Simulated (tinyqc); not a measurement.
Absorption coefficient and reflectance from two thicknesses.

Question. With transparent contact layers the responsivity is (1 - Rf)(1 - exp(-al wi)) q lam/(h c). The second absorber is twice as thick as the first. Find al and Rf.

Values chosen for this exercise: wavelength lam = 1310 nm.

Constants: q = 1.602176634e-19 C, h = 6.62607015e-34 J s, c = 299792458 m/s. Results are converted to the units shown.

responsivity for wi = 0.85 and 1.7 um (A/W): 0.44110840  0.68836845

Solution. The ratio of the responsivities is 1 + exp(-al w1), which gives al; either value then gives 1 - Rf.

al = 6810 1/cm
Rf = 0.05000

Numbers from tinyqc (`OMP_NUM_THREADS=1 python tinyqc.py 2250125 2250126 out.jsonl`; about 0.01 s on one thread of a shared Intel Xeon 2.30GHz).
